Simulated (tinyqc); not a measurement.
# Polycrystalline film, grain-boundary barriers (Seto model): two studies

One-dimensional grains of size Lg with donors N; each boundary has Qt acceptor-like traps per area at one level Et below the band edge. Trapped electrons qt deplete a width w = qt/N (both sides together) and raise a barrier Vb = q N w^2/(8 eps0 eps_r). Current crosses the barriers by thermionic emission at small bias. Abrupt depletion, full ionisation, Boltzmann statistics.

Inputs (values chosen for the exercise); values close to those of polycrystalline silicon: temperature T = 400 K; relative permittivity of the semiconductor eps_r = 11.7; grain size Lg = 400 nm; trap density at a boundary Qt = 1.3e12 cm^-2; donor density N = 9.5e15 cm^-3; mobility inside a grain mg = 110 cm^2/(V s); collection velocity at the barrier vc = 4.3e6 cm/s; conduction-band density of states at T Nc = 4.31e19 cm^-3; trap level below the band edge Et = 0.59 eV.

Constants: q = 1.602176634e-19 C, kB = 1.380649e-23 J/K, Vt = kB T/q, eps0 = 8.8541878128e-14 F/cm where lengths are in cm. Results are converted to the units shown.

Each table varies one quantity; the others keep the values above.

## Effect of the donor density

Partly depleted grains: the density at the grain centre is n0 = N and qt = Qt/(1 + 2 (Nc/N) exp((Vb - Et)/Vt)). If that gives qt >= N Lg, the grains are fully depleted: qt = N Lg, w = Lg and n0 = 2 Nc exp((Vb - Et)/Vt)/(Qt/(N Lg) - 1). Resistivity: barriers rb = Vt exp(Vb/Vt)/(q n0 vc Lg), grain interior rg = (1 - w/Lg)/(q mg N); effective mobility 1/(q N (rb + rg)).

Results:

| N (cm^-3) | w/Lg | Vb (V) | n0 (cm^-3) | resistivity (ohm cm) |
|---|---|---|---|---|
| 1.6e15 | 1.0000 | 0.049491 | 6.9112e11 | 7606.7 |
| 3.3e15 | 1.0000 | 0.10208 | 6.9351e12 | 3485.2 |
| 6.7e15 | 1.0000 | 0.20724 | 3.3685e14 | 1516.7 |
| 1.4e16 | 0.84409 | 0.30854 | 1.4000e16 | 690.01 |
| 5.7e16 | 0.41504 | 0.30372 | 5.7000e16 | 147.80 |
| 1.2e17 | 0.26053 | 0.25195 | 1.2000e17 | 15.924 |
| 2.4e17 | 0.13532 | 0.13595 | 2.4000e17 | 0.47348 |
| 4.8e17 | 0.067705 | 0.068060 | 4.8000e17 | 0.12898 |
| 9.8e17 | 0.033163 | 0.033338 | 9.8000e17 | 0.059336 |

Estimate the missing row, N = 2.8e16 cm^-3.

Computed row:

| N (cm^-3) | w/Lg | Vb (V) | n0 (cm^-3) | resistivity (ohm cm) |
|---|---|---|---|---|
| 2.8e16 | 0.59914 | 0.31090 | 2.8000e16 | 369.99 |

With this row back in the table: As N goes from 1.6e15 to 9.8e17 cm^-3, the barrier goes from 0.0495 through a maximum of 0.311 (at N = 2.8e16 cm^-3 among the rows listed) to 0.0333 V and the resistivity falls from 7610 to 0.0593 ohm cm. The grains are fully depleted in 3 of the 10 rows. The steepest fall, as N^(-5.1), lies between 1.2e17 and 2.4e17 cm^-3; N* = 3.25e16 cm^-3. The barrier grows with N while the grains are depleted and shrinks once they are not, hence the maximum. At N = 1.6e15, 4.8e17, 9.8e17 cm^-3 the barrier is under 2 Vt, where the depletion and emission pictures are rough.

## Effect of the grain size

Same model as above.

Effect of the grain size:

| Lg (nm) | w/Lg | Vb (V) | n0 (cm^-3) | resistivity (ohm cm) |
|---|---|---|---|---|
| 80 | 1.000 | 0.01175 | 2.773e11 | 3.172e4 |
| 130 | 1.000 | 0.03104 | 8.203e11 | 1.155e4 |
| 210 | 1.000 | 0.08099 | 6.035e12 | 4139 |
| 340 | 1.000 | 0.2123 | 4.967e14 | 1402 |
| 560 | 0.7282 | 0.3054 | 9.500e15 | 664.4 |
| 910 | 0.4481 | 0.3054 | 9.500e15 | 411.1 |
| 1500 | 0.2719 | 0.3054 | 9.500e15 | 251.8 |
| 2400 | 0.1699 | 0.3054 | 9.500e15 | 159.6 |

What does the table show?

As Lg goes from 80 to 2400 nm, the barrier rises from 0.0118 to 0.305 V and the resistivity falls from 31700 to 160 ohm cm. The grains are fully depleted in 4 of the 8 rows. For Lg = 80 to 130 nm the barrier is under 2 Vt, where the depletion and emission pictures are rough.

Numbers from tinyqc (`OMP_NUM_THREADS=1 python tinyqc.py 2610023 2610024 out.jsonl`; about 0.01 s on one thread of a shared Intel Xeon 2.30GHz).
